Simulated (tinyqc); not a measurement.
Classical Heisenberg spin chain: exact results, Metropolis, heat-bath and over-relaxation steps, and a Monte Carlo run: one step, computed by the program tinyqc.

E = -J sum_i s_i . s_(i+1) for unit vectors s_i on an open chain; K = J/(k_B T).

Question. Four single-spin steps. The given spins are first normalised. Spins 2 and 3 are updated in turn, with h = K (sum of the two neighbours). Heat bath: cos(theta) = 1 + ln(1 - r1 (1 - exp(-2 |h|)))/|h| about n = h/|h|, azimuth 2 pi r2 = phi in the frame a = n x z/|n x z|, b = n x a: s = n cos(theta) + sin(theta)(a cos(phi) + b sin(phi)); r1, r2 are the first two numbers of the row.

Inputs (values chosen for the exercise, for a model chain of large moments): temperature T = 409 K.

Update: heat bath.

four neighbouring spins (rows; components x, y, z):
```
         1        2        3
1  -0.6499  -0.1981  -0.7337
2   0.0443   0.7585   0.6502
3  -0.7270   0.1036  -0.6788
4  -0.8119   0.3480   0.4687
```

random numbers, one row a step:
```
        1       2       3
1  0.7859  0.3387  0.0512
2  0.9153  0.4339  0.5036
3  0.1347  0.2115  0.3551
4  0.4053  0.8930  0.0167
```

K = 0.5958310

Give: the table «Steps» with the columns |h|, h . s before, h . s after, move, x, y, z.

Answer.

Steps:
```
spin    |h|  h . s before  h . s after       move        x        y        z
2     1.177       -0.6263      -0.0653  heat bath   0.6795  -0.4827  -0.5525
3     0.123        0.0829      -0.0997  heat bath   0.9689   0.2206   0.1123
2     0.416        0.3272       0.3372  heat bath  -0.1257  -0.1498  -0.9807
3     0.647       -0.5495       0.2989  heat bath  -0.5095   0.8171   0.2697
```
